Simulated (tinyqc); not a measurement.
Global model of a low-pressure process discharge: electron temperature, density, ion flux and ion energy: one step, computed by the program tinyqc.

Maxwellian electrons with temperature T_e in eV, one positive ion, no negative ions, uniform bulk density n; rate constants have the Arrhenius form.

Problem. Biased electrode. All bias power goes to ions: V_b = P_b/(J pi r^2). Debye length at the sheath edge lambda_D = sqrt(eps_0 T_e/(e h_L n)); Child-law sheath s = (sqrt2/3) lambda_D (2 V/T_e)^(3/4), V = V_b + V_s; ion transit time tau_i = 3 s sqrt(M/(2 e V)); collisions in the sheath s/lambda_i.

Inputs (values chosen for the exercise, of the order of those of an inductive discharge in a simple atomic gas):
```
quantity                        value  unit
ion mass M                         28     u
gas temperature T_g               600     K
bias power P_b                     14     W
radius of the biased electrode     15    cm
bias frequency                     60   MHz
```

ion current density J = 9.497303 mA/cm^2

T_e = 4.009865 eV

h_L = 0.4094134

plasma density n = 3.895035e+11 1/cm^3

wall potential V_s = 18.04942 V

ion mean free path = 4.602163 cm

Constants: eps_0 = 8.8541878128e-12 F/m; e = 1.602176634e-19 C; u = 1.6605390666e-27 kg.

Give: bias voltage V_b; lambda_D; sheath width s; ion transit time; transit time over bias period; s/lambda_i.

Solution.

bias voltage V_b = 2.085 V

lambda_D = 37.28 micrometre

sheath width s = 0.09914 mm

ion transit time = 25.25 ns

transit time over bias period = 1.515

s/lambda_i = 0.002154

The sheath is nearly free of collisions. Caution: at this ionised share gas depletion and heating, left out here, matter.
